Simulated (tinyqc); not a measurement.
Worked calculation: sheet resistance and Hall data of a diffused or implanted layer. Computed by tinyqc, a small Python program that keeps every step. Command: `OMP_NUM_THREADS=1 python tinyqc.py 3020810 3020811 out.jsonl layer walk`. One thread of a shared host (Intel(R) Xeon(R) Processor @ 2.30GHz), about 0.01 s of CPU time with the checks. Intermediate numbers are printed to about 7 digits and carried at full precision; extremes and crossings named in words are read from the listed rows.

Carriers are taken equal to the net active doping down to the junction (full ionisation, which deep dopants in wide-gap hosts do not reach; no spill-over, no depletion), and the Hall factor is 1.

Inputs (values chosen for the exercise, modelled on donors in GaAs):

| quantity | value | unit |
|---|---|---|
| mu_min | 524 | cm^2/(V s) |
| mu_max | 9430 | cm^2/(V s) |
| N_ref | 6.4e+16 | 1/cm^3 |
| exponent alpha | 0.39 | - |
| peak concentration N_0 | 3.2e+18 | 1/cm^3 |
| length scale l | 18 | nm |
| background doping N_B (opposite type) | 4.5e+15 | 1/cm^3 |
| probe current I | 2 | mA |
| magnetic field B | 1 | T |
| projected range R_p | 49 | nm |

Profile: buried Gaussian (implant). Activation: complete.

Constants: e = 1.602176634e-19 C.

## Dose and junction depth

N(x) = N_0 exp(-(x - R_p)^2/(2 l^2)) for x > 0, dose N_0 l sqrt(pi/2) erfc(-R_p/(l sqrt 2)), junction x_j = R_p + l sqrt(2 ln(N_0/N_B)); the layer starts at x_0 = max(0, 2 R_p - x_j).

dose = 1.439137e+13 1/cm^2

junction depth x_j = 114.2327 nm

## Profile

Mobility mu = mu_min + (mu_max - mu_min)/(1 + (N_t/N_ref)^alpha), N_t = active doping + N_B; carriers n = active doping - N_B, all dopants active. sigma = e n mu.

Depth, doping, carriers, mobility and conductivity at 2, 10, 20, 35, 50, 65, 80, 90 and 98 % of the layer:

| x (nm) | N (1/cm^3) | n (1/cm^3) | mu (cm^2/(V s)) | sigma (S/cm) |
|---|---|---|---|---|
| 2.2847 | 1.102911e+17 | 1.057911e+17 | 4471.876 | 7.579648e+01 |
| 11.4233 | 3.620844e+17 | 3.575844e+17 | 3517.382 | 2.015155e+02 |
| 22.8465 | 1.113591e+18 | 1.109091e+18 | 2722.265 | 4.837355e+02 |
| 39.9814 | 2.822533e+18 | 2.818033e+18 | 2178.972 | 9.838032e+02 |
| 57.1163 | 2.890680e+18 | 2.886180e+18 | 2166.492 | 1.001823e+03 |
| 74.2513 | 1.196213e+18 | 1.191713e+18 | 2676.555 | 5.110438e+02 |
| 91.3862 | 2.000157e+17 | 1.955157e+17 | 3985.112 | 1.248339e+02 |
| 102.8094 | 3.669395e+16 | 3.219395e+16 | 5358.643 | 2.764009e+01 |
| 111.9480 | 7.071017e+15 | 2.571017e+15 | 6409.458 | 2.640199e+00 |

The mobility varies by a factor 3.0 across these points and the conductivity by 379.

## Sheet values

Integrals from x_0 (0 unless stated) to x_j by the midpoint rule on 400 even intervals: 1/R_s = e int n mu dx; sheet density n_s = int n dx; Hall sheet density (int n mu dx)^2/int n mu^2 dx; Hall mobility int n mu^2 dx/int n mu dx. Mean conductivity 1/(R_s x_j); mean mobility 1/(e n_s R_s).

sheet resistance R_s = 181.4985 ohm

sheet density n_s = 1.433787e+13 1/cm^2

mean mobility = 2398.456 cm^2/(V s)

Hall sheet density = 1.390070e+13 1/cm^2

Hall mobility = 2473.887 cm^2/(V s)

mean conductivity 1/(R_s x_j) = 482.3214 S/cm

Carriers amount to 99.6 % of the dose. A Hall measurement weights the mobile tail and reports 97.0 % of n_s.

## What the probes read

Collinear four-point probe on a large thin layer: V = I R_s ln(2)/pi. Van der Pauw on a symmetric sample: R = R_s ln(2)/pi as well. Hall voltage V_H = I B/(e x Hall sheet density); tangent of the Hall angle V_H/(I R_s).

four-point voltage = 80.09006 mV

Hall voltage = 89.80135 mV

tangent of the Hall angle = 0.2473887

## Shortcuts against the integral

Shortcuts: R_s = 1/(e Q mu) with the dose Q and the mobility at the (active) peak concentration; 1/(e n_s mu) with mu at N_t = n_s/x_j + N_B; 1/(e Q mu_max).

Sheet resistances:

| method | R_s (ohm) | deviation (%) |
|---|---|---|
| integral | 181.4985 | 0.00000 |
| dose, mobility at the peak | 205.1435 | 13.02764 |
| n_s, mobility at the mean concentration | 164.5062 | -9.36224 |
| dose, mu_max | 45.9913 | -74.66022 |

The closest shortcut is «n_s, mobility at the mean concentration» (-9.4 %). The peak mobility is the lowest in the layer, so with full activation it overestimates R_s.

## Stripping the layer step by step

After removing a depth d the integrals start at d. Differences between neighbouring rows give the local conductivity -d(1/R_s)/dx at the middle of the slice (the last slice uses one more step, not listed).

Differential sheet resistance:

| removed d (nm) | R_s (ohm) | slice conductivity (S/cm) | sigma at mid-slice (S/cm) |
|---|---|---|---|
| 0 | 181.499 | 115.401 | 110.528 |
| 11 | 185.779 | 315.648 | 310.313 |
| 22 | 198.589 | 629.121 | 628.638 |
| 33 | 230.229 | 942.673 | 950.963 |
| 44 | 302.429 | 1069.396 | 1082.061 |
| 55 | 469.434 | 919.181 | 926.711 |
| 66 | 893.554 | 598.019 | 596.853 |
| 77 | 2167.762 | 292.089 | 286.613 |

R_s doubles after removing between 44.0 and 55.0 nm of a layer 114 nm deep, so half the current flows above that depth. Where sigma exceeds a tenth of its largest listed value, the slice values agree with it within 5 %.

Checks made by the program: conductance integral against adaptive quadrature (relative difference 5e-07).
